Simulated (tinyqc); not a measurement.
Inside a calculation. Model: piezoresistors in the (001) plane of a cubic crystal.

Numbers from tinyqc (`OMP_NUM_THREADS=1 python tinyqc.py 2530104 2530105 out.jsonl`; about 0.01 s on one thread of a shared Intel Xeon 2.30GHz). Printed values are rounded.

Plane stress in crystal axes x = [100], y = [010]. First-order piezoresistance: d rho_xx/rho = p11 sxx + p12 syy, d rho_yy/rho = p12 sxx + p11 syy, d rho_xy/rho = p44 sxy; a resistor along d = (cos th, sin th) changes by dR/R = d.(d rho/rho).d. Changes of geometry and second-order terms are left out.

Values chosen for this exercise; coefficients close to those of lightly doped p-type silicon: piezoresistive coefficient p11 = 6.35 x 1e-11/Pa; piezoresistive coefficient p12 = -1.17 x 1e-11/Pa; piezoresistive coefficient p44 = 131 x 1e-11/Pa; angle of the current from [100] th = 30 deg; stress sxx Sx = -80 MPa; stress syy Sy = -167 MPa; shear stress sxy St = -77 MPa; bridge supply Vb = 3.3 V; Young's modulus along [110] E = 163 GPa.

## Change of the resistivity tensor

As in the introduction.

d rho/rho (%):

|  | x | y |
|---|---|---|
| x | -0.3126 | -10.0870 |
| y | -10.0870 | -0.9668 |

## Resistors at th and th + 90 degrees, and the bridge

dR/R = d.(d rho/rho).d. A full bridge with two resistors of each kind in opposite arms gives Vout = Vb (a - b)/(2 + a + b), a and b the two dR/R.

dR/R at th = -9.21177 %
dR/R at th + 90 = 7.93231 %
Vout = -284.699 mV

## Longitudinal and transverse coefficients

For uniaxial stress along or across the current: pL = p11 - (A/2) sin^2(2 th), pT = p12 + (A/2) sin^2(2 th), A = p11 - p12 - p44. Gauge factor along [110]: E (p11 + p12 + p44)/2.

A = -123.480 x 1e-11/Pa
pL = 52.6550 x 1e-11/Pa
pT = -47.4750 x 1e-11/Pa
gauge factor = 110.987
